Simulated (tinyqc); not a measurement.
Full law against its linear and parabolic limits: Deal-Grove kinetics of thermal oxidation of silicon. Computed by tinyqc, a small Python program. Command: `OMP_NUM_THREADS=1 python tinyqc.py 3015679 3015680 out.jsonl oxide walk`. One thread of a shared host (Intel(R) Xeon(R) Processor @ 2.30GHz), about 0.03 s of CPU time with the checks.

Oxidant diffuses through the oxide and reacts at the interface, so that dx/dt = B/(A + 2x) for the oxide thickness x.

Inputs (values chosen for the exercise, close to those used for silicon):

| quantity | value | unit |
|---|---|---|
| prefactor B0 | 346 | um^2/h |
| activation energy E_B | 0.784 | eV |
| prefactor (B/A)0 | 1.52e+08 | um/h |
| activation energy E_A | 2.06 | eV |
| temperature T | 1025 | C |
| oxidant pressure p | 2 | atm |
| pressure exponent m of B/A | 1 | - |
| initial oxide x_i | 0.01 | um |
| time t | 4.7 | h |

Ambient: steam. Surface: (111).

Constants: k_B = 8.617333262e-05 eV/K.

Method:
- B = B0 p exp(-E_B/(k_B T)), B/A = (B/A)0 p^m exp(-E_A/(k_B T)), p in atm; A = B/(B/A).
- Temperatures in kelvin are T(C) + 273.15.
- tau = (x_i^2 + A x_i)/B and x = (A/2) [sqrt(1 + 4 B (t + tau)/A^2) - 1], the root of x^2 + A x = B (t + tau).
- Silicon consumed is 0.44 times the oxide grown; the rate is B/(A + 2x).
- Linear limit x = (B/A)(t + tau); parabolic limit x = sqrt(B (t + tau)).

tau = 0.00343033 h

length A = 0.204653 um

parabolic constant B = 0.625750 um^2/h

linear constant B/A = 3.05761 um/h

Thickness (um):

| t (h) | full | linear limit | parabolic limit | 2x/A |
|---|---|---|---|---|
| 0.05 | 0.1072 | 1.6337e-01 | 0.1828 | 1.048 |
| 0.1 | 0.1719 | 3.1625e-01 | 0.2544 | 1.680 |
| 0.25 | 0.3088 | 7.7489e-01 | 0.3982 | 3.018 |
| 0.5 | 0.4682 | 1.5393e+00 | 0.5613 | 4.575 |
| 1 | 0.6967 | 3.0681e+00 | 0.7924 | 6.808 |
| 2 | 1.0220 | 6.1257e+00 | 1.1197 | 9.988 |
| 4 | 1.4837 | 1.2241e+01 | 1.5828 | 14.500 |
| 8 | 2.1379 | 2.4471e+01 | 2.2379 | 20.893 |
| 16 | 3.0638 | 4.8932e+01 | 3.1645 | 29.942 |
| 32 | 4.3739 | 9.7854e+01 | 4.4751 | 42.745 |

What follows from these numbers?

Both limits lie above the full result, since each drops one resistance. The linear law overshoots by 52 % in the first row and 2100 % in the last, the parabolic law by 71 % and 2.3 %. The better limit switches between 0.05 and 0.1 h; both give the same value where B (t + tau) = A^2, at 2x/A = sqrt5 - 1 = 1.24.

Extremes, crossings and ranges named in words are read from the listed rows.
